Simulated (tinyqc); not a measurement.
Inside a calculation. Method: ROHF in the sto-6g basis, for H4, spin multiplicity 3. This run ends on a higher stationary point, not on the lowest solution. Computed by tinyqc, a small Python program that keeps every step (integrals from PySCF). Settings: charge = 0, multiplicity = 3, basis = sto-6g, energy threshold = 1e-09, iteration cap = 88, orthogonalisation = canonical, start = atomic densities, DIIS depth = 0, method = ROHF. Command: `OMP_NUM_THREADS=1 python tinyqc.py 24509 24510 out.jsonl` (the two numbers bound the seeds that draw the settings). One thread of a shared host (Intel(R) Xeon(R) Processor @ 2.60GHz), about 0.1 s of CPU time with the checks.

Geometry (angstrom):
```
atom        x        y        z
H     0.00000  0.00000  0.00000
H     0.00000  0.00000  1.16100
H     0.00000  0.00000  3.18400
H     0.00000  0.00000  4.34500
```

Stop when the energy changes by less than 1e-09 hartree and every element of the error matrix X^T (F D S - S D F) X is below 9e-06.

Course of the cycle:
```
iteration  E (hartree)     change  largest element of the error matrix
1           -1.5668963          -                             1.50e-02
2           -1.6627283  -9.58e-02                             1.13e-02
3           -1.6628229  -9.46e-05                             9.04e-04
4           -1.6628235  -6.01e-07                             7.18e-05
5           -1.6628235  -3.79e-09                             5.70e-06
6           -1.6628235  -2.39e-11                             4.52e-07
```

Can the last value be used, and what does the course show?

No, though the log alone does not show it. Converged in 6 iterations. But the solution lies 0.06172 hartree above the reference: it is another stationary point, not the lowest one. Reruns (cap 100 unless said): DIIS 8: converged in 5 to a higher stationary point; atomic densities as start, DIIS 8: converged in 5 to a higher stationary point. PySCF ROHF in the same basis = -1.7245464 hartree.
